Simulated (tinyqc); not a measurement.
RKS/B3LYP (VWN-RPA form) in the sto-3g basis, for HeH+, spin multiplicity 1, step by step. One step of it, computed by the program tinyqc.

Question. Iteration 1: building the Kohn-Sham matrix. J_ij = sum D_kl (ij|kl), K_ij = sum D_kl (ik|jl); F = H + J - 0.1 K + V_xc; E = tr D H + tr D J / 2 - 0.05 tr D K + E_xc + E_nn.

D at the start:
```
,1He 1s,2H 1s
1He 1s,2.001704,-0.005484
2H 1s,-0.005484,0.000015
```

core Hamiltonian H = T + V (hartree):
```
,1He 1s,2H 1s
1He 1s,-2.271552,-0.352998
2H 1s,-0.352998,-1.144173
```

Two-electron integrals (ij|kl) in chemists' order, unique and non-zero (hartree):
```
i,j,k,l,(ij|kl)
1,1,1,1,1.055713
2,1,1,1,0.106042
2,1,2,1,0.015743
2,2,1,1,0.337151
2,2,2,1,0.077095
2,2,2,2,0.774606
```

nuclear repulsion = 0.67973951 hartree

V_xc (hartree):
```
,1He 1s,2H 1s
1He 1s,-0.568571,-0.046288
2H 1s,-0.046288,-0.084413
```

E_xc = sum of w rho eps_xc = -0.88998071 hartree

Give: Coulomb J; exchange K; Kohn-Sham matrix F; total energy of this density.

Answer.

Coulomb J (hartree):
```
,1He 1s,2H 1s
1He 1s,2.112,0.212
2H 1s,0.212,0.674
```

exchange K (hartree):
```
,1He 1s,2H 1s
1He 1s,2.112,0.210
2H 1s,0.210,0.031
```

Kohn-Sham matrix F (hartree):
```
,1He 1s,2H 1s
1He 1s,-0.939,-0.208
2H 1s,-0.208,-0.558
```

total energy of this density = -2.85192 hartree
